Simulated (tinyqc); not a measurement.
From a target to a composition: alloy A(1-x)B(x) by interpolation with bowing. Five cases, with inputs chosen for the exercise.

Problem. An alloy A(1-x)B(x) has the gap E(x) = (1 - x) E_A + x E_B - C1 x (1 - x) at Gamma, C1 the first entry of C. Which x puts hc/E at the given wavelength, and what is the mismatch (a_sub - a(x))/a(x) to a substrate of A, with Vegard for a(x)?

Constants: hc = 1239.841984 eV nm.

Find: target gap; x; mismatch.

Method. Solve C1 x^2 + (E_B - E_A - C1) x + E_A - hc/wavelength = 0; the gap is monotonic in x because |E_B - E_A| > C1, so one root lies between 0 and 1. Whether Gamma is the lowest valley there, and whether such a mismatch can be grown coherently, are separate questions.

Case 1.

Values chosen (out of a larger set: A near Si, B near Ge; not measured data): a = (5.435, 5.656) angstrom (lattice constant of A, B); Eg = (4.148, 0.901) eV (gap at Gamma to the s-like level of A, B); C = (0.173, 0.236, 0) eV (bowing of the Gamma, X and L gaps).

wavelength = 998.879 nm

Solution.

target gap = 1.2412 eV
x = 0.890
mismatch = -3.493 %

Case 2.

Values chosen (out of a larger set: A near Si, B near Ge; not measured data): a = (5.431, 5.657) angstrom (lattice constant of A, B); Eg = (4.196, 0.891) eV (gap at Gamma to the s-like level of A, B); C = (0.214, 0.217, 0) eV (bowing of the Gamma, X and L gaps).

wavelength = 392.410 nm

Solution.

target gap = 3.1596 eV
x = 0.300
mismatch = -1.233 %

Case 3.

Values chosen (out of a larger set: A near Si, B near Ge; not measured data): a = (5.439, 5.663) angstrom (lattice constant of A, B); Eg = (4.217, 0.898) eV (gap at Gamma to the s-like level of A, B); C = (0.184, 0.209, 0) eV (bowing of the Gamma, X and L gaps).

wavelength = 385.451 nm

Solution.

target gap = 3.2166 eV
x = 0.290
mismatch = -1.180 %

Case 4.

Values chosen (out of a larger set: A near InAs, B near GaAs; not measured data): a = (6.067, 5.645) angstrom (lattice constant of A, B); Eg = (0.415, 1.513) eV (gap at Gamma to the s-like level of A, B); C = (0.469, 1.601, 0.32) eV (bowing of the Gamma, X and L gaps).

wavelength = 1563.439 nm

Solution.

target gap = 0.7930 eV
x = 0.450
mismatch = 3.231 %

Case 5.

Values chosen (out of a larger set: A near Ge, B near Si; not measured data): a = (5.657, 5.437) angstrom (lattice constant of A, B); Eg = (0.889, 4.201) eV (gap at Gamma to the s-like level of A, B); C = (0.228, 0.194, 0) eV (bowing of the Gamma, X and L gaps).

wavelength = 526.274 nm

Solution.

target gap = 2.3559 eV
x = 0.460
mismatch = 1.822 %

Computed by tinyqc, one run a case: `OMP_NUM_THREADS=1 python tinyqc.py N N+1 out.jsonl` with N = 1081127, 1081142, 1081197, 1081221, 1081298; one thread of a shared Intel(R) Xeon(R) Processor @ 2.30GHz, about 0.01 s a run at most.
